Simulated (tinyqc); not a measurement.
Charge control and current of a heterostructure field-effect transistor: one step, computed by the program tinyqc.

Two subbands in a triangular well; E_F is counted from the conduction band edge of the channel at the interface.

Problem. Levels and gate capacitance. Charge control: n_s = C_b (V_G - V_T - E_F/e)/e. Well: mean field F = e n_s/(2 eps eps_0), E_i = (hbar^2/2m)^(1/3) [(3 pi e F/2)(i + 3/4)]^(2/3), i = 0, 1; n_s = D k_B T sum_i ln(1 + exp((E_F - E_i)/k_B T)), D = m/(pi hbar^2), which is solved in closed form for E_F. C_g = e dn_s/dV_G = 1/(1/C_b + 1/C_q), 1/C_q = d(E_F/e)/d(e n_s) by a central difference of +/- 0.1 % in n_s; added distance dd = eps eps_0/C_q.

Inputs (values chosen for the exercise, modelled on AlGaAs/GaAs):

| quantity | value | unit |
|---|---|---|
| channel mass m | 0.066 | m_0 |
| permittivity eps (barrier and channel) | 12.7 | - |
| conduction band offset dE_c | 0.28 | eV |
| temperature T | 300 | K |
| spacer between delta layer and channel | 2.6 | nm |

Charge source: delta doping. Velocity law: smooth.

sheet density n_s = 2.780933e+12 1/cm^2

barrier capacitance C_b = 0.2555641 microfarad/cm^2

Constants: k_B = 8.617333262e-05 eV/K; e = 1.602176634e-19 C; eps_0 = 8.8541878128e-12 F/m; hbar = 1.054571817e-34 J s; m_0 = 9.1093837015e-31 kg; k_B = 1.380649e-23 J/K.

Give: E_0; E_1; E_F; share in the second subband; gate capacitance C_g; added distance dd.

Solution.

E_0 = 141.5 meV

E_1 = 248.8 meV

E_F = 231.0 meV

share in the second subband = 10.42 %

gate capacitance C_g = 0.2304 microfarad/cm^2

added distance dd = 4.796 nm

C_g is 90 % of C_b: the finite density of states and the rise of E_0 act as 4.8 nm of extra barrier. Caution: E_F lies above the conduction band minimum of the barrier, so electrons would spill into the barrier.
